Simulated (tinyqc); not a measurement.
Where the wafer is too thin: surface photovoltage measurement of the minority-carrier diffusion length in a wafer. Computed by tinyqc, a small Python program. Command: `OMP_NUM_THREADS=1 python tinyqc.py 3130338 3130339 out.jsonl spv walk`. One thread of a shared host (Intel(R) Xeon(R) Processor @ 2.30GHz), about 0.01 s of CPU time with the checks.

Low injection, steady light, a depletion layer much thinner than 1/alpha and L. The excess density dn is taken at the front edge of the neutral region; light that reaches the back is lost.

Inputs (values chosen for the exercise, modelled on p-type silicon at room temperature):
```
quantity                            value        unit
wafer thickness W                     625  micrometre
diffusivity D                        33.8      cm^2/s
front recombination velocity S_f      370        cm/s
back recombination velocity S_b     24000        cm/s
photon flux entering              7.1e+12  1/(cm^2 s)
```

Method:
- alpha = (84.732/lambda - 76.417)^2 per cm with lambda in micrometre (an empirical fit for silicon between 0.7 and 1.05 micrometre).
- Thick wafer: dn = Phi L/((S_f + D/L)(L + 1/alpha)). Finite wafer, with s = S_b L/D, w = W/L, a = alpha L: dn = [Phi a/(a^2 - 1)] [a - B - exp(-alpha W)(a - s)/(cosh w + s sinh w)]/(S_f + B D/L), B = (sinh w + s cosh w)/(cosh w + s sinh w).
- Readings y = (Phi/dn) (1 + noise x g) at 780, 830, 880, 920, 950, 975 and 995 nm; a least-squares line y = c (1/alpha + L_app) gives L_app = intercept/slope.
- No noise; L is varied at fixed W, and the last two columns set S_b to 0 and to 1e7 cm/s.

Apparent length (micrometre):
```
L          W/L  given S_b  S_b = 0  S_b = 1e7
31.2    20.032      31.20     31.2      31.20
62.5    10.000      62.50     62.5      62.50
125.0    5.000     124.88    125.1     124.85
188.0    3.324     186.00    190.0     185.71
312.0    2.003     287.64    338.1     285.54
500.0    1.250     381.91    647.2     376.13
812.0    0.770     447.81   1396.4     438.24
1310.0   0.477     480.80   3034.8     468.95
2500.0   0.250     497.79   7352.9     484.67
```

What does the comparison show, and why?

With a fast back surface L_app levels off, at 485 micrometre in the last row; with a passive one it reaches up to 2.94 times L among these rows and is 7350 in the last. All three columns are within 5 % of L down to W/L = 3.3.

Extremes, crossings and ranges named in words are read from the listed rows.
